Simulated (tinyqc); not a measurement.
Geometry relaxation of a small cluster: one step, computed by the program tinyqc.

E = sum_i {sum_j A exp(-p (r_ij/r0 - 1)) - xi sqrt(rho_i)}, rho_i = sum_j exp(-2 q (r_ij/r0 - 1)); the force on i is -sum_j w_ij (R_i - R_j)/r_ij with w_ij = -(2p/r0) A exp(-p (r_ij/r0 - 1)) + (xi q/r0) exp(-2 q (r_ij/r0 - 1)) (rho_i^(-1/2) + rho_j^(-1/2)).

Question. Energy and forces at the start. Evaluate E and the forces at the starting positions.

Inputs (values chosen for the exercise, for model atoms):
```
quantity     value      unit
length r0     3.08  angstrom
repulsion A   0.14        eV
hopping xi    1.76        eV
decay p       11.4         -
decay q       3.14         -
```

Potential: Gupta. Method: FIRE.

starting positions (angstrom):
```
           x      y     z
atom 1  0.06   0.29  0.07
atom 2     3  -0.03  0.15
atom 3  1.37   2.62     0
```

Give: distances; energy at the start; forces.

Answer.

distances (angstrom): 1-2 2.958, 1-3 2.674, 2-3 3.115

energy at the start = -7.158 eV

forces (eV/angstrom):
```
             x       y       z
atom 1   1.034  -0.294   0.036
atom 2  -1.729   1.096  -0.086
atom 3   0.695  -0.802   0.050
```
